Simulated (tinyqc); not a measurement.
What moves the results: valley splitting in a one-orbital chain of atomic planes (second-neighbour model). A value that a table varies takes the place of the one given here.

Each (001) plane carries one orbital with energy e0, hopping v to the next plane and u to the second: E(phi) = e0 + 2 v cos(phi) + 2 u cos(2 phi), where phi = pi - k a/4 (the sign of every second orbital is chosen so that v > 0, which shifts the phase by pi). The minimum lies at cos(phi0) = -v/(4u), phi0 = pi - (pi/2) k0 for a valley at k0 (2 pi/a), and e0 puts it at zero. A slab of N planes has hard walls: the matrix simply ends.

A well of Nw planes between barriers of 40 planes each (as of a SiGe alloy, taken as an offset alone). With x = j - 39.5 for plane j = 0, 1, ..., the potential is V0 (f(x) + f(Nw - x)) + F (j - 40) a/4, f(y) = 1/(1 + exp(y/L)), a step for L = 0; L is in planes, 4 L is about the distance over which f goes from 0.88 to 0.12, and 1 MV/m = 1e-4 V/angstrom.

Constants: hbar^2/2m0 = 3.80998211 eV angstrom^2.

Inputs chosen for the exercise (near those of the Delta valleys of silicon; abrupt walls in this chain split the valleys several times more than measured wells; the results hold for these values, not for the real material): a = 5.423 angstrom (lattice constant; planes lie a/4 apart); ml = 0.919 m0 (longitudinal mass); N0 = 19 (first number of planes); Nf = 100 (planes in the thick slab); V0 = 0.15 eV (barrier height); F = 15 MV/m (field); Nw = 73 (planes in the well); k0 = 0.846 2 pi/a (position of the valley).

## Splitting against the number of planes

u = 0.598210 eV
v = 0.573205 eV
e0 = 1.333731 eV
phi0 = 1.812699 rad

Ten slabs from N0 on, of thickness (N - 1) a/4 between the outer planes. Effective mass: E1 = (c/ml)(pi/W)^2 with W = (N + 2) a/4: the amplitude vanishes on two missing planes at each end, and the envelope has its nodes N + 2 spacings apart. Large-N estimate of the splitting: 16 pi^2 u |sin(phi0) sin((N + 2) phi0)|/(N + 2)^3.

Doublet (meV):

| N | thickness (angstrom) | mean level | effective mass | splitting | estimate |
|---|---|---|---|---|---|
| 19 | 24.40 | 50.10 | 50.48 | 4.017 | 3.559 |
| 20 | 25.76 | 45.80 | 45.99 | 6.678 | 7.063 |
| 21 | 27.11 | 41.93 | 42.08 | 5.854 | 5.670 |
| 22 | 28.47 | 38.42 | 38.65 | 2.703 | 3.049 |
| 23 | 29.83 | 35.57 | 35.62 | 5.719 | 5.708 |
| 24 | 31.18 | 32.74 | 32.93 | 0.275 | 0.033 |
| 25 | 32.54 | 30.49 | 30.54 | 4.425 | 4.517 |
| 26 | 33.89 | 28.29 | 28.39 | 2.104 | 1.967 |
| 27 | 35.25 | 26.40 | 26.47 | 2.665 | 2.797 |
| 28 | 36.61 | 24.69 | 24.73 | 2.865 | 2.809 |

The mean level falls smoothly, from 50.1 to 24.7 meV, within 0.8 % of the effective-mass value. The splitting swings between 0.275 (N = 24) and 6.678 meV (N = 20): one plane more or less changes the phase between the two walls by phi0 = 1.813 rad. The estimate misses the computed values by at most 0.458 meV.

## Splitting against the electric field

A thick slab in a field F: plane j = 0, 1, ... gains the energy F j a/4 (1 MV/m = 1e-4 V/angstrom), which presses the electron against the first wall. The exponent is the slope of ln(splitting) against ln F between 20 and 50 MV/m.

Doublet:

| F (MV/m) | mean level (meV) | splitting (meV) | splitting/F (meV per MV/m) |
|---|---|---|---|
| 1 | 7.95 | 0.1422 | 0.1422 |
| 2 | 12.44 | 0.2797 | 0.1398 |
| 5 | 22.63 | 0.6985 | 0.1397 |
| 10 | 35.48 | 1.3974 | 0.1397 |
| 20 | 55.43 | 2.7959 | 0.1398 |
| 30 | 71.81 | 4.1954 | 0.1398 |
| 50 | 99.24 | 6.9967 | 0.1399 |

exponent = 1.00

The splitting goes from 0.1422 to 6.9967 meV. At high field it grows as F^1.00: at a single hard wall it follows the squared slope of the envelope, which is proportional to F, while the level itself grows about as F^(2/3) (here F^0.64). A hard wall is the sharpest interface possible; real Si interfaces split several times less.

## Sharp and graded interfaces

The lowest doublet for several interface widths L.

Doublet:

| L (planes) | 4 L (angstrom) | mean level (meV) | splitting (micro-eV) |
|---|---|---|---|
| 0.00 | 0.00 | 39.51 | 2096.02 |
| 0.25 | 1.36 | 39.70 | 1124.39 |
| 0.50 | 2.71 | 40.00 | 217.57 |
| 0.75 | 4.07 | 40.38 | 37.70 |
| 1.00 | 5.42 | 40.85 | 6.52 |
| 1.50 | 8.13 | 42.04 | 0.18 |
| 2.00 | 10.85 | 43.45 | 0.00 |

The mean level moves by +3.9 meV over the table, while the splitting falls from 2096.0 micro-eV at a step to 6.52 at L = 1 plane, a factor 321. Coupling the valleys needs the Fourier component of the potential at twice the valley wave vector, a period of a few planes, and grading removes it. Random alloy disorder, left out here, sets the splitting once this part is gone.

## What each parameter does

Step interfaces (L = 0). u, v, e0 follow from 8 u sin^2(phi0) = (2c/ml)/(a/4)^2, v = -4u cos(phi0), e0 = 2u + v^2/(4u), c = hbar^2/2m0. Each row changes one parameter from the base and keeps the others.

Results:

| case | mean level (meV) | splitting (micro-eV) |
|---|---|---|
| base | 39.51 | 2096.0 |
| k0 = 0.856 2 pi/a | 39.52 | 2088.0 |
| ml = 1.011 m0 | 38.37 | 2096.1 |
| V0 = 0.225 eV | 41.14 | 2096.1 |
| F = 30 MV/m | 56.37 | 1998.4 |
| Nw = 74 | 39.51 | 2096.0 |

The largest shifts from the base row, up to three for each result and ties (the steps differ in size, so this ranks the rows, not the parameters). mean level (meV): F +16.85, V0 +1.63, ml -1.14; unchanged at the printed digits by Nw. splitting (micro-eV): F -97.7, k0 -8.0, V0 +0.1, ml +0.1; unchanged at the printed digits by Nw.

(tinyqc, `OMP_NUM_THREADS=1 python tinyqc.py 1450584 1450585 out.jsonl`, Intel(R) Xeon(R) Processor @ 2.30GHz, 1 thread, shared host, about 0.02 s.)
